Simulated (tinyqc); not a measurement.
CISD on RHF in the 6-31g basis, for H3+, spin multiplicity 1, step by step. One step of it, computed by the program tinyqc.

Task: CISD: roots. Diagonalise (each vector has its largest component positive (the first on a tie)); all determinants have Ms = 0, so triplets appear too. The lowest singlet root is the correlation energy.

Occupation strings over the orbitals (2 doubly, a alpha, b beta, 0 empty; spin orbitals ordered 1a 1b 2a 2b ...): 200000 a0b000 a00b00 a0000b b0a000 b00a00 b0000a 020000 0a00b0 002000 00ab00 00a00b 00ba00 000200 000a0b 0b00a0 000020 00b00a 000b0a 000002

H - E(HF) between determinants (hartree):
```
           200000     a0b000     a00b00     a0000b     b0a000     b00a00     b0000a     020000
200000   0.000000   0.000000   0.000000   0.000000   0.000000   0.000000   0.000000   0.121151
a0b000   0.000000   0.703574  -0.018799   0.081456  -0.056334   0.011246   0.065722  -0.077992
a00b00   0.000000  -0.018799   1.150270  -0.007038   0.011246  -0.058117  -0.012634  -0.061298
a0000b   0.000000   0.081456  -0.007038   1.500455   0.065722  -0.012634  -0.108790   0.070577
b0a000   0.000000  -0.056334   0.011246   0.065722   0.703574  -0.018799   0.081456   0.077992
b00a00   0.000000   0.011246  -0.058117  -0.012634  -0.018799   1.150270  -0.007038   0.061298
b0000a   0.000000   0.065722  -0.012634  -0.108790   0.081456  -0.007038   1.500455  -0.070577
020000   0.121151  -0.077992  -0.061298   0.070577   0.077992   0.061298  -0.070577   0.787600
0a00b0  -0.068123  -0.014758   0.109956  -0.097417  -0.028905  -0.052225   0.051946   0.065428
002000   0.056334  -0.076050  -0.010398  -0.047846   0.076050   0.010398   0.047846   0.085269
00ab00  -0.011246  -0.010398  -0.050611   0.043931  -0.049557   0.000318  -0.044493   0.032711
00a00b  -0.065722  -0.047846   0.043931   0.000870  -0.054128  -0.026399  -0.052576  -0.037903
00ba00   0.011246  -0.049557   0.000318  -0.044493  -0.010398  -0.050611   0.043931  -0.032711
000200   0.058117  -0.000318   0.036148   0.018575   0.000318  -0.036148  -0.018575   0.052093
000a0b   0.012634   0.044493   0.018575  -0.021225  -0.026399  -0.067649   0.071985  -0.049701
0b00a0   0.068123  -0.028905  -0.052225   0.051946  -0.014758   0.109956  -0.097417  -0.065428
000020   0.056289  -0.009865  -0.069207   0.062181   0.009865   0.069207  -0.062181   0.086562
00b00a   0.065722  -0.054128  -0.026399  -0.052576  -0.047846   0.043931   0.000870   0.037903
000b0a  -0.012634  -0.026399  -0.067649   0.071985   0.044493   0.018575  -0.021225   0.049701
000002   0.108790   0.052576  -0.071985  -0.026903  -0.052576   0.071985   0.026903   0.059046

           0a00b0     002000     00ab00     00a00b     00ba00     000200     000a0b     0b00a0
200000  -0.068123   0.056334  -0.011246  -0.065722   0.011246   0.058117   0.012634   0.068123
a0b000  -0.014758  -0.076050  -0.010398  -0.047846  -0.049557  -0.000318   0.044493  -0.028905
a00b00   0.109956  -0.010398  -0.050611   0.043931   0.000318   0.036148   0.018575  -0.052225
a0000b  -0.097417  -0.047846   0.043931   0.000870  -0.044493   0.018575  -0.021225   0.051946
b0a000  -0.028905   0.076050  -0.049557  -0.054128  -0.010398   0.000318  -0.026399  -0.014758
b00a00  -0.052225   0.010398   0.000318  -0.026399  -0.050611  -0.036148  -0.067649   0.109956
b0000a   0.051946   0.047846  -0.044493  -0.052576   0.043931  -0.018575   0.071985  -0.097417
020000   0.065428   0.085269   0.032711  -0.037903  -0.032711   0.052093  -0.049701  -0.065428
0a00b0   1.741544   0.032433  -0.071494   0.074541   0.009981  -0.064231   0.061744  -0.086562
002000   0.032433   1.581144  -0.021533   0.181514   0.021533   0.012530   0.002236  -0.032433
00ab00  -0.071494  -0.021533   1.933716  -0.032413  -0.012530  -0.006726  -0.018991   0.009981
00a00b   0.074541   0.181514  -0.032413   2.223240  -0.002236  -0.018991  -0.029119  -0.011818
00ba00   0.009981   0.021533  -0.012530  -0.002236   1.933716   0.006726  -0.140342  -0.071494
000200  -0.064231   0.012530  -0.006726  -0.018991   0.006726   2.384250  -0.036554   0.064231
000a0b   0.061744   0.002236  -0.018991  -0.029119  -0.140342  -0.036554   2.652309  -0.072591
0b00a0  -0.086562  -0.032433   0.009981  -0.011818  -0.071494   0.064231  -0.072591   1.741544
000020   0.060175   0.034715  -0.009074   0.012953   0.009074   0.113693  -0.102140  -0.060175
00b00a  -0.011818  -0.181514  -0.002236  -0.076111  -0.032413   0.018991   0.021012   0.074541
000b0a  -0.072591  -0.002236  -0.140342   0.021012  -0.018991   0.036554  -0.066935   0.061744
000002  -0.065115   0.076111  -0.021012   0.069764   0.021012   0.066935   0.001453   0.065115

           000020     00b00a     000b0a     000002
200000   0.056289   0.065722  -0.012634   0.108790
a0b000  -0.009865  -0.054128  -0.026399   0.052576
a00b00  -0.069207  -0.026399  -0.067649  -0.071985
a0000b   0.062181  -0.052576   0.071985  -0.026903
b0a000   0.009865  -0.047846   0.044493  -0.052576
b00a00   0.069207   0.043931   0.018575   0.071985
b0000a  -0.062181   0.000870  -0.021225   0.026903
020000   0.086562   0.037903   0.049701   0.059046
0a00b0   0.060175  -0.011818  -0.072591  -0.065115
002000   0.034715  -0.181514  -0.002236   0.076111
00ab00  -0.009074  -0.002236  -0.140342  -0.021012
00a00b   0.012953  -0.076111   0.021012   0.069764
00ba00   0.009074  -0.032413  -0.018991   0.021012
000200   0.113693   0.018991   0.036554   0.066935
000a0b  -0.102140   0.021012  -0.066935   0.001453
0b00a0  -0.060175   0.074541   0.061744   0.065115
000020   2.719753  -0.012953   0.102140   0.101195
00b00a  -0.012953   2.223240  -0.029119  -0.069764
000b0a   0.102140  -0.029119   2.652309  -0.001453
000002   0.101195  -0.069764  -0.001453   3.052494
```

Give: lowest roots of this matrix, relative to E(HF); lowest vectors; <S^2> of these roots; weight of the ground state by excitation level 0, 1, 2, ....

Result:

lowest roots of this matrix, relative to E(HF) (hartree): -0.036  0.610  0.637  0.836  1.081  1.161  1.402  1.480

lowest vectors:
```
        root 1  root 2  root 3  root 4
200000   0.984   0.000   0.127   0.082
a0b000  -0.018   0.693   0.498  -0.487
a00b00  -0.016   0.005   0.108   0.073
a0000b   0.008  -0.126  -0.066  -0.072
b0a000   0.018   0.693  -0.498   0.487
b00a00   0.016   0.005  -0.108  -0.073
b0000a  -0.008  -0.126   0.066   0.072
020000  -0.150   0.000   0.666   0.663
0a00b0   0.043   0.023  -0.065  -0.057
002000  -0.034   0.000   0.008  -0.209
00ab00   0.010   0.034  -0.026  -0.003
00a00b   0.027   0.042   0.019   0.052
00ba00  -0.010   0.034   0.026   0.003
000200  -0.016   0.000  -0.030  -0.027
000a0b  -0.009   0.000  -0.004   0.033
0b00a0  -0.043   0.023   0.065   0.057
000020  -0.017   0.000  -0.009  -0.016
00b00a  -0.027   0.042  -0.019  -0.052
000b0a   0.009   0.000   0.004  -0.033
000002  -0.029   0.000  -0.043   0.006
```

<S^2> of these roots: 0.000  2.000  0.000  0.000  2.000  0.000  2.000  0.000

weight of the ground state by excitation level 0, 1, 2, ...: 0.968  0.001  0.030
